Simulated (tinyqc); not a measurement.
UHF in the sto-3g basis, for H2+, spin multiplicity 2, step by step. Computed by tinyqc, a small Python program that keeps every step (integrals from PySCF). Settings: charge = 1, multiplicity = 2, basis = sto-3g, energy threshold = 1e-08, iteration cap = 78, orthogonalisation = canonical, start = random, DIIS depth = 4, method = UHF. Command: `OMP_NUM_THREADS=1 python tinyqc.py 26879 26880 out.jsonl` (the two numbers bound the seeds that draw the settings). One thread of a shared host (Intel(R) Xeon(R) Processor @ 2.60GHz), about 0.03 s of CPU time with the checks. Later iterations appear only in the table of the cycle.

## One-electron integrals

Geometry (angstrom):
```
atom         x         y         z
H     0.000000  0.000000  0.000000
H     0.000000  0.000000  1.100000
```

Basis sto-3g: exponents (1/bohr^2) and contraction coefficients of normalised primitives:
```
element  l (shell)  exponent  coefficient
H            s (1)  3.425251     0.154329
H            s (1)  0.623914     0.535328
H            s (1)  0.168855     0.444635
```

Overlap, kinetic and nuclear-attraction integrals over the contracted functions; the nuclear repulsion is the sum of Za Zb / Rab.

nuclear repulsion = 0.48107019 hartree

overlap S, order 1H 1s, 2H 1s:
```
[[1.000000, 0.439586],
 [0.439586, 1.000000]]
```

kinetic energy T (hartree), order 1H 1s, 2H 1s:
```
[[0.760032, 0.078300],
 [0.078300, 0.760032]]
```

nuclear attraction V (hartree), order 1H 1s, 2H 1s:
```
[[-1.697711, -0.671463],
 [-0.671463, -1.697711]]
```

core Hamiltonian H = T + V (hartree), order 1H 1s, 2H 1s:
```
[[-0.937679, -0.593163],
 [-0.593163, -0.937679]]
```

## Two-electron integrals

Functions are numbered as in S; the eight-fold symmetry (ij|kl) = (ji|kl) = (kl|ij) leaves the list below.

Two-electron integrals (ij|kl) in chemists' order, unique and non-zero (hartree):
```
(11|11) 0.774606   (21|11) 0.265561   (21|21) 0.120677   (22|11) 0.446701
(22|21) 0.265561   (22|22) 0.774606
```

## Orthogonalisation

S = U s U^T; canonical form X = U s^(-1/2), so that X^T S X = 1. Each column of U has its largest component positive (the first on a tie).

eigenvalues of S: [0.560414, 1.439586]

X, order 1H 1s, 2H 1s:
```
[[0.944562, 0.589340],
 [-0.944562, 0.589340]]
```

## Starting guess

The start is random orthonormal orbitals; D(s) = C_occ C_occ^T for each spin.

D(alpha) at the start, order 1H 1s, 2H 1s:
```
[[1.154410, -0.225920],
 [-0.225920, 0.044213]]
```

D(beta) at the start, order 1H 1s, 2H 1s:
```
[[0.000000, 0.000000],
 [0.000000, 0.000000]]
```

## Iteration 1: building the Fock matrix

J_ij = sum D_kl (ij|kl) with D = D(alpha) + D(beta), K_ij = sum D_kl (ik|jl) for each spin; F = H + J - K(s); E = tr D H + tr D J / 2 - 0.5 sum_s tr D(s) K(s) + E_nn.

Coulomb J (hartree), order 1H 1s, 2H 1s:
```
[[0.793972, 0.263781],
 [0.263781, 0.429933]]
```

exchange K(alpha) (hartree), order 1H 1s, 2H 1s:
```
[[0.779557, 0.190125],
 [0.190125, 0.053568]]
```

exchange K(beta) (hartree), order 1H 1s, 2H 1s:
```
[[0.000000, 0.000000],
 [0.000000, 0.000000]]
```

F(alpha) (hartree), order 1H 1s, 2H 1s:
```
[[-0.923265, -0.519508],
 [-0.519508, -0.561314]]
```

F(beta) (hartree), order 1H 1s, 2H 1s:
```
[[-0.143707, -0.329383],
 [-0.329383, -0.507746]]
```

total energy of this density = -0.37483831 hartree

## Iteration 1: diagonalisation and new density

Diagonalise F' = X^T F X, C = X C', fill 1 alpha and 0 beta electrons from the bottom; D(s) = C_occ C_occ^T. Each column has its largest component positive (the first on a tie).

F' = X^T F X (alpha) (hartree):
```
[[-0.397530, -0.201487],
 [-0.201487, -0.876500]]
```

orbital energies (alpha) (hartree): [-0.949984, -0.324046]

coefficients C (alpha), order 1H 1s, 2H 1s:
```
[[0.877307, -0.685458],
 [0.230026, 1.089315]]
```

F' = X^T F X (beta) (hartree):
```
[[0.006524, 0.202649],
 [0.202649, -0.455068]]
```

orbital energies (beta) (hartree): [-0.531409, 0.082865]

coefficients C (beta), order 1H 1s, 2H 1s:
```
[[0.218516, 1.091683],
 [0.884493, -0.676160]]
```

D(alpha) after iteration 1, order 1H 1s, 2H 1s:
```
[[0.769668, 0.201804],
 [0.201804, 0.052912]]
```

D(beta) after iteration 1, order 1H 1s, 2H 1s:
```
[[0.000000, 0.000000],
 [0.000000, 0.000000]]
```

## Iteration 2: building the Fock matrix

As before.

Coulomb J (hartree), order 1H 1s, 2H 1s:
```
[[0.727007, 0.267151],
 [0.267151, 0.491980]]
```

exchange K(alpha) (hartree), order 1H 1s, 2H 1s:
```
[[0.709757, 0.332944],
 [0.332944, 0.241050]]
```

exchange K(beta) (hartree), order 1H 1s, 2H 1s:
```
[[0.000000, 0.000000],
 [0.000000, 0.000000]]
```

F(alpha) (hartree), order 1H 1s, 2H 1s:
```
[[-0.920428, -0.658956],
 [-0.658956, -0.686749]]
```

F(beta) (hartree), order 1H 1s, 2H 1s:
```
[[-0.210672, -0.326012],
 [-0.326012, -0.445699]]
```

total energy of this density = -0.52965058 hartree

## Iteration 2: DIIS over 2 matrices

error matrix X^T (FDS - SDF) X (alpha):
```
[[0.000000, 0.144414],
 [-0.144414, 0.000000]]
```

B (overlaps of the stored error matrices):
```
[[1.0007091e-01, 6.4606915e-02],
 [6.4606915e-02, 4.1710959e-02]]
```

Minimise |sum c_i e_i|^2 with sum c_i = 1: solve [B -1; -1 0][c; lambda] = [0; -1] with B_ij = tr e_i^T e_j summed over both spins, and take F = sum c_i F_i.

DIIS coefficients: [-1.821761, 2.821761]

extrapolated F(alpha) (hartree), order 1H 1s, 2H 1s:
```
[[-0.915262, -0.912997],
 [-0.912997, -0.915262]]
```

extrapolated F(beta) (hartree), order 1H 1s, 2H 1s:
```
[[-0.332664, -0.319871],
 [-0.319871, -0.332664]]
```

## Iteration 2: diagonalisation and new density

As before.

F' = X^T F X (alpha) (hartree):
```
[[-0.004041, 0.000000],
 [0.000000, -1.269989]]
```

orbital energies (alpha) (hartree): [-1.269989, -0.004041]

coefficients C (alpha), order 1H 1s, 2H 1s:
```
[[0.589340, 0.944562],
 [0.589340, -0.944562]]
```

F' = X^T F X (beta) (hartree):
```
[[-0.022828, 0.000000],
 [0.000000, -0.453280]]
```

orbital energies (beta) (hartree): [-0.453280, -0.022828]

coefficients C (beta), order 1H 1s, 2H 1s:
```
[[0.589340, 0.944562],
 [0.589340, -0.944562]]
```

D(alpha) after iteration 2, order 1H 1s, 2H 1s:
```
[[0.347322, 0.347322],
 [0.347322, 0.347322]]
```

D(beta) after iteration 2, order 1H 1s, 2H 1s:
```
[[0.000000, 0.000000],
 [0.000000, 0.000000]]
```

## Iteration 3: building the Fock matrix

As before.

Coulomb J (hartree), order 1H 1s, 2H 1s:
```
[[0.608657, 0.268298],
 [0.268298, 0.608657]]
```

exchange K(alpha) (hartree), order 1H 1s, 2H 1s:
```
[[0.495422, 0.381533],
 [0.381533, 0.495422]]
```

exchange K(beta) (hartree), order 1H 1s, 2H 1s:
```
[[0.000000, 0.000000],
 [0.000000, 0.000000]]
```

F(alpha) (hartree), order 1H 1s, 2H 1s:
```
[[-0.824444, -0.706399],
 [-0.706399, -0.824444]]
```

F(beta) (hartree), order 1H 1s, 2H 1s:
```
[[-0.329022, -0.324865],
 [-0.324865, -0.329022]]
```

total energy of this density = -0.58232018 hartree

## Iteration 3: DIIS over 3 matrices

error matrix X^T (FDS - SDF) X (alpha):
```
[[0.000000, 0.000000],
 [0.000000, 0.000000]]
```

B (overlaps of the stored error matrices):
```
[[1.0007091e-01, 6.4606915e-02, 0.0000000e+00],
 [6.4606915e-02, 4.1710959e-02, 0.0000000e+00],
 [0.0000000e+00, 0.0000000e+00, 0.0000000e+00]]
```

As before.

DIIS coefficients: [-0.148338, 0.229764, 0.918574]

extrapolated F(alpha) (hartree), order 1H 1s, 2H 1s:
```
[[-0.831839, -0.723221],
 [-0.723221, -0.831839]]
```

extrapolated F(beta) (hartree), order 1H 1s, 2H 1s:
```
[[-0.329319, -0.324459],
 [-0.324459, -0.329319]]
```

## Iteration 3: diagonalisation and new density

As before.

F' = X^T F X (alpha) (hartree):
```
[[-0.193817, 0.000000],
 [0.000000, -1.080213]]
```

orbital energies (alpha) (hartree): [-1.080213, -0.193817]

coefficients C (alpha), order 1H 1s, 2H 1s:
```
[[0.589340, 0.944562],
 [0.589340, -0.944562]]
```

F' = X^T F X (beta) (hartree):
```
[[-0.008672, 0.000000],
 [0.000000, -0.454142]]
```

orbital energies (beta) (hartree): [-0.454142, -0.008672]

coefficients C (beta), order 1H 1s, 2H 1s:
```
[[0.589340, 0.944562],
 [0.589340, -0.944562]]
```

D(alpha) after iteration 3, order 1H 1s, 2H 1s:
```
[[0.347322, 0.347322],
 [0.347322, 0.347322]]
```

D(beta) after iteration 3, order 1H 1s, 2H 1s:
```
[[0.000000, 0.000000],
 [0.000000, 0.000000]]
```

## Iteration 4 (converged): orbitals

converged F(alpha) (hartree), order 1H 1s, 2H 1s:
```
[[-0.824444, -0.706399],
 [-0.706399, -0.824444]]
```

converged F(beta) (hartree), order 1H 1s, 2H 1s:
```
[[-0.329022, -0.324865],
 [-0.324865, -0.329022]]
```

As before.

F' = X^T F X (alpha) (hartree):
```
[[-0.210640, 0.000000],
 [0.000000, -1.063390]]
```

orbital energies (alpha) (hartree): [-1.063390, -0.210640]

coefficients C (alpha), order 1H 1s, 2H 1s:
```
[[0.589340, 0.944562],
 [0.589340, -0.944562]]
```

F' = X^T F X (beta) (hartree):
```
[[-0.007417, 0.000000],
 [0.000000, -0.454219]]
```

orbital energies (beta) (hartree): [-0.454219, -0.007417]

coefficients C (beta), order 1H 1s, 2H 1s:
```
[[0.589340, 0.944562],
 [0.589340, -0.944562]]
```

D(alpha) after iteration 4, order 1H 1s, 2H 1s:
```
[[0.347322, 0.347322],
 [0.347322, 0.347322]]
```

D(beta) after iteration 4, order 1H 1s, 2H 1s:
```
[[0.000000, 0.000000],
 [0.000000, 0.000000]]
```

## Convergence

Stop when the energy changes by less than 1e-08 hartree and every element of the error matrix X^T (F D S - S D F) X (for each spin) is below 3e-05.

Course of the cycle:
```
iteration  E (hartree)     change  largest element of the error matrix
1          -0.37483831          -                             2.24e-01
2          -0.52965058  -1.55e-01                             1.44e-01
3          -0.58232018  -5.27e-02                             0.000000
4          -0.58232018  -2.22e-16                             9.91e-17
```

PySCF UHF in the same basis, after a stability check = -0.58232018 hartree

Converged in 4 iterations.

## Populations, bond orders and dipole

Mulliken: Z minus the diagonal of D S on the atom; Loewdin: the same with S^(1/2) D S^(1/2); Mayer order: 2 sum_s sum (D(s) S)_ij (D(s) S)_ji over the two atoms.

Charges (e):
```
atom  Mulliken   Loewdin  Mulliken spin
1H    0.500000  0.500000       0.500000
2H    0.500000  0.500000       0.500000
```

Mayer bond orders:
```
pair     order
2-1   0.500000
```

dipole moment about the origin, x y z (debye): [0.000000, 0.000000, 2.641763]

<S^2> of the determinant (pure state: 0.75) = 0.750000
